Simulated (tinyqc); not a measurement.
Worked calculation: RHF in the sto-6g basis, for BeH2, spin multiplicity 1. One step of it, computed by the program tinyqc.

Problem. Iteration 1: building the Fock matrix. J_ij = sum D_kl (ij|kl), K_ij = sum D_kl (ik|jl); F = H + J - 0.5 K; E = tr D H + tr D J / 2 - 0.25 tr D K + E_nn.

D at the start, lower triangle:
```
,1Be 1s,1Be 2s,1Be 2px,1Be 2py,1Be 2pz,2H 1s,3H 1s
1Be 1s,0.028676
1Be 2s,-0.271096,2.604763
1Be 2px,0.000000,0.000000,0.000000
1Be 2py,0.000000,0.000000,0.000000,3.464424
1Be 2pz,0.030500,-0.001580,0.000000,0.000000,1.994374
2H 1s,0.215736,-2.102493,0.000000,-3.105956,-0.201520,4.502274
3H 1s,0.215736,-2.102493,0.000000,3.105956,-0.201520,-1.066883,4.502274
```

core Hamiltonian H = T + V (hartree), lower triangle:
```
,1Be 1s,1Be 2s,1Be 2px,1Be 2py,1Be 2pz,2H 1s,3H 1s
1Be 1s,-8.783705
1Be 2s,-2.071485,-2.850111
1Be 2px,0.000000,0.000000,-2.325824
1Be 2py,0.000000,0.000000,0.000000,-2.573160
1Be 2pz,-0.003572,-0.026415,0.000000,0.000000,-2.327578
2H 1s,-0.701564,-1.418825,0.000000,-1.410934,-0.122362,-2.338717
3H 1s,-0.701564,-1.418825,0.000000,1.410934,-0.122362,-0.185229,-2.338717
```

Two-electron integrals (ij|kl) in chemists' order, unique and non-zero (hartree):
```
i,j,k,l,(ij|kl)
1,1,1,1,2.299996
2,1,1,1,0.361879
2,1,2,1,0.071926
2,2,1,1,0.570332
2,2,2,1,0.139654
2,2,2,2,0.417773
3,1,3,1,0.015252
3,2,3,1,0.022555
3,2,3,2,0.092340
3,3,1,1,0.570332
3,3,2,1,0.139654
3,3,2,2,0.417773
3,3,3,3,0.450117
4,1,4,1,0.015252
4,2,4,1,0.022555
4,2,4,2,0.092340
4,3,4,3,0.024258
4,4,1,1,0.570332
4,4,2,1,0.139654
4,4,2,2,0.417773
4,4,3,3,0.401601
4,4,4,4,0.450117
5,1,5,1,0.015252
5,2,5,1,0.022555
5,2,5,2,0.092340
5,3,5,3,0.024258
5,4,5,4,0.024258
5,5,1,1,0.570332
5,5,2,1,0.139654
5,5,2,2,0.417773
5,5,3,3,0.401601
5,5,4,4,0.401601
5,5,5,5,0.450117
6,1,1,1,0.125842
6,1,2,1,0.024218
6,1,2,2,0.046580
6,1,3,3,0.046202
6,1,4,1,0.002373
6,1,4,2,0.004511
6,1,4,4,0.047330
6,1,5,1,0.000200
6,1,5,2,0.000380
6,1,5,4,0.000095
6,1,5,5,0.046210
6,1,6,1,0.008620
6,2,1,1,0.249494
6,2,2,1,0.061750
6,2,2,2,0.195293
6,2,3,3,0.188565
6,2,4,1,0.008607
6,2,4,2,0.046798
6,2,4,4,0.208607
6,2,5,1,0.000725
6,2,5,2,0.003940
6,2,5,4,0.001687
6,2,5,5,0.188707
6,2,6,1,0.022747
6,2,6,2,0.126709
6,3,3,1,0.006590
6,3,3,2,0.028336
6,3,4,3,0.008570
6,3,5,3,0.000722
6,3,6,3,0.013136
6,4,1,1,0.250493
6,4,2,1,0.062899
6,4,2,2,0.208251
6,4,3,3,0.196120
6,4,4,1,0.014145
6,4,4,2,0.073553
6,4,4,4,0.232376
6,4,5,1,0.000636
6,4,5,2,0.003807
6,4,5,4,0.002331
6,4,5,5,0.196255
6,4,6,1,0.024526
6,4,6,2,0.154911
6,4,6,4,0.197997
6,5,1,1,0.021090
6,5,2,1,0.005296
6,5,2,2,0.017533
6,5,3,3,0.016512
6,5,4,1,0.000636
6,5,4,2,0.003807
6,5,4,4,0.018122
6,5,5,1,0.006644
6,5,5,2,0.028656
6,5,5,4,0.008705
6,5,5,5,0.017967
6,5,6,1,0.002065
6,5,6,2,0.013043
6,5,6,4,0.015564
6,5,6,5,0.014446
6,6,1,1,0.413537
6,6,2,1,0.104524
6,6,2,2,0.364350
6,6,3,3,0.338259
6,6,4,1,0.018830
6,6,4,2,0.124977
6,6,4,4,0.415980
6,6,5,1,0.001585
6,6,5,2,0.010522
6,6,5,4,0.006544
6,6,5,5,0.338810
6,6,6,1,0.040202
6,6,6,2,0.289313
6,6,6,4,0.378168
6,6,6,5,0.031839
6,6,6,6,0.774999
7,1,1,1,0.125842
7,1,2,1,0.024218
7,1,2,2,0.046580
7,1,3,3,0.046202
7,1,4,1,-0.002373
7,1,4,2,-0.004511
7,1,4,4,0.047330
7,1,5,1,0.000200
7,1,5,2,0.000380
7,1,5,4,-0.000095
7,1,5,5,0.046210
7,1,6,1,0.007825
7,1,6,2,0.018982
7,1,6,4,0.018399
7,1,6,5,0.001727
7,1,6,6,0.031392
7,1,7,1,0.008620
7,2,1,1,0.249494
7,2,2,1,0.061750
7,2,2,2,0.195293
7,2,3,3,0.188565
7,2,4,1,-0.008607
7,2,4,2,-0.046798
7,2,4,4,0.208607
7,2,5,1,0.000725
7,2,5,2,0.003940
7,2,5,4,-0.001687
7,2,5,5,0.188707
7,2,6,1,0.018982
7,2,6,2,0.072013
7,2,6,4,0.068435
7,2,6,5,0.007282
7,2,6,6,0.123477
7,2,7,1,0.022747
7,2,7,2,0.126709
7,3,3,1,0.006590
7,3,3,2,0.028336
7,3,4,3,-0.008570
7,3,5,3,0.000722
7,3,6,3,0.006231
7,3,7,3,0.013136
7,4,1,1,-0.250493
7,4,2,1,-0.062899
7,4,2,2,-0.208251
7,4,3,3,-0.196120
7,4,4,1,0.014145
7,4,4,2,0.073553
7,4,4,4,-0.232376
7,4,5,1,-0.000636
7,4,5,2,-0.003807
7,4,5,4,0.002331
7,4,5,5,-0.196255
7,4,6,1,-0.018399
7,4,6,2,-0.068435
7,4,6,4,-0.060809
7,4,6,5,-0.006798
7,4,6,6,-0.113461
7,4,7,1,-0.024526
7,4,7,2,-0.154911
7,4,7,4,0.197997
7,5,1,1,0.021090
7,5,2,1,0.005296
7,5,2,2,0.017533
7,5,3,3,0.016512
7,5,4,1,-0.000636
7,5,4,2,-0.003807
7,5,4,4,0.018122
7,5,5,1,0.006644
7,5,5,2,0.028656
7,5,5,4,-0.008705
7,5,5,5,0.017967
7,5,6,1,0.001727
7,5,6,2,0.007282
7,5,6,4,0.006798
7,5,6,5,0.006950
7,5,6,6,0.012851
7,5,7,1,0.002065
7,5,7,2,0.013043
7,5,7,4,-0.015564
7,5,7,5,0.014446
7,6,1,1,0.031400
7,6,2,1,0.007548
7,6,2,2,0.021893
7,6,3,3,0.021485
7,6,4,4,0.022670
7,6,5,1,0.000165
7,6,5,2,0.000741
7,6,5,5,0.021524
7,6,6,1,0.002538
7,6,6,2,0.010612
7,6,6,4,0.011563
7,6,6,5,0.001182
7,6,6,6,0.020643
7,6,7,1,0.002538
7,6,7,2,0.010612
7,6,7,4,-0.011563
7,6,7,5,0.001182
7,6,7,6,0.001178
7,7,1,1,0.413537
7,7,2,1,0.104524
7,7,2,2,0.364350
7,7,3,3,0.338259
7,7,4,1,-0.018830
7,7,4,2,-0.124977
7,7,4,4,0.415980
7,7,5,1,0.001585
7,7,5,2,0.010522
7,7,5,4,-0.006544
7,7,5,5,0.338810
7,7,6,1,0.031392
7,7,6,2,0.123477
7,7,6,4,0.113461
7,7,6,5,0.012851
7,7,6,6,0.210048
7,7,7,1,0.040202
7,7,7,2,0.289313
7,7,7,4,-0.378168
7,7,7,5,0.031839
7,7,7,6,0.020643
7,7,7,7,0.774999
```

nuclear repulsion = 3.56082693 hartree

Give: Coulomb J; exchange K; Fock matrix F; total energy of this density.

Solution.

Coulomb J (hartree), lower triangle:
```
,1Be 1s,1Be 2s,1Be 2px,1Be 2py,1Be 2pz,2H 1s,3H 1s
1Be 1s,3.007
1Be 2s,0.738,2.340
1Be 2px,0.000,0.000,2.225
1Be 2py,0.000,0.000,0.000,2.471
1Be 2pz,-0.004,-0.009,0.000,0.000,2.323
2H 1s,0.248,1.204,0.000,1.363,0.110,2.635
3H 1s,0.248,1.204,0.000,-1.363,0.110,0.127,2.635
```

exchange K (hartree), lower triangle:
```
,1Be 1s,1Be 2s,1Be 2px,1Be 2py,1Be 2pz,2H 1s,3H 1s
1Be 1s,0.077
1Be 2s,0.068,0.332
1Be 2px,0.000,0.000,0.126
1Be 2py,0.000,0.000,0.000,0.254
1Be 2pz,-0.008,-0.103,0.000,0.000,0.968
2H 1s,0.007,0.140,0.000,0.232,-0.001,0.950
3H 1s,0.007,0.140,0.000,-0.232,-0.001,0.019,0.950
```

Fock matrix F (hartree), lower triangle:
```
,1Be 1s,1Be 2s,1Be 2px,1Be 2py,1Be 2pz,2H 1s,3H 1s
1Be 1s,-5.815
1Be 2s,-1.367,-0.676
1Be 2px,0.000,0.000,-0.164
1Be 2py,0.000,0.000,0.000,-0.229
1Be 2pz,-0.004,0.016,0.000,0.000,-0.489
2H 1s,-0.457,-0.285,0.000,-0.164,-0.012,-0.179
3H 1s,-0.457,-0.285,0.000,0.164,-0.012,-0.068,-0.179
```

total energy of this density = -2.53572 hartree
